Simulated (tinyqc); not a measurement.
Resistance of a source-drain extension with a graded tip: one step of the calculation.

y runs along the channel, the gate covers y > 0. The doping is N0 for y < y0 and N0 10^(-(y - y0)/la) beyond, uniform over the depth xj. Sheet conductance s(y) = q mu(N) max(N - Nch, 0) xj + (for y > 0) ma Cox Vo, with mu(N) = u0 + (u1 - u0)/(1 + (N/Nr)^au) and Cox = eps0 eox/tox. Current is taken as one-dimensional; depletion of the tip, spreading and the contact are left out. The metallurgical junction lies at yj, where N = Nch.

Question. Resistance of the overlapped part. Midpoint rule on 12 equal steps from 0 to yj: R_ov = sum h/s(y), per width.

Values chosen for this exercise; mobility law close to that of holes in silicon: relative permittivity of the gate insulator (close to silicon nitride) eox = 7.41; insulator thickness tox = 2.9 nm; active doping of the extension far from the gate N0 = 1.6e20 cm^-3; lateral abruptness la = 4.1 nm/decade; position under the gate where the fall begins (gate edge at 0) y0 = 4.5 nm; depth of the extension xj = 21 nm; channel doping Nch = 4.5e17 cm^-3; gate overdrive Vo = 0.63 V; mobility of the gate-induced layer ma = 60 cm^2/(V s); mobility at low doping u1 = 470.5 cm^2/(V s); mobility at high doping u0 = 44.9 cm^2/(V s); reference doping Nr = 2.23e17 cm^-3; exponent au = 0.719.

Constants: q = 1.602176634e-19 C, eps0 = 8.8541878128e-14 F/cm where lengths are in cm. Results are converted to the units shown.

Find: y; N; doped conductance; sheet resistance; R_ov.

Answer.

```
point   y (nm)  N (cm^-3)  doped conductance (uS)  sheet resistance (ohm/square)
0      0.62328  1.6000e20                  2610.6                         370.90
1       1.8698  1.6000e20                  2610.6                         370.90
2       3.1164  1.6000e20                  2610.6                         370.90
3       4.3630  1.6000e20                  2610.6                         370.90
4       5.6095  8.5804e19                  1456.3                         648.58
5       6.8561  4.2606e19                  771.99                         1166.2
6       8.1026  2.1156e19                  421.02                         1974.2
7       9.3492  1.0505e19                  236.81                         3102.4
8       10.596  5.2161e18                  136.11                         4512.0
9       11.842  2.5901e18                  77.192                         6145.9
10      13.089  1.2861e18                  39.090                         8025.1
11      14.335  6.3860e17                  11.476                          10310
```

R_ov = 46.581 ohm um

Program tinyqc, `OMP_NUM_THREADS=1 python tinyqc.py 2282089 2282090 out.jsonl`; Intel Xeon 2.30GHz, shared host, one thread, about 0.03 s.
